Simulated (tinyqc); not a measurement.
Tight binding, kagome lattice, step by step. One step of it, computed by the program tinyqc.

Question. Levels at k. Diagonalise the Hermitian matrix.

H(k) at k (eV), lower triangle (Hermitian):
```
                     A                    B         C
A             0.000000
B  -1.143205-0.582492i             0.000000
C  -0.137508+0.423205i  -0.035239-0.222492i  0.000000
```

Give: eigenvalues; weights |c|^2 of the basis functions.

Answer.

eigenvalues (eV): -1.3029  -0.1371  1.4400

weights |c|^2 of the basis functions:
```
   band 1  band 2  band 3
A  0.5150  0.0174  0.4676
B  0.4689  0.0975  0.4336
C  0.0161  0.8851  0.0988
```
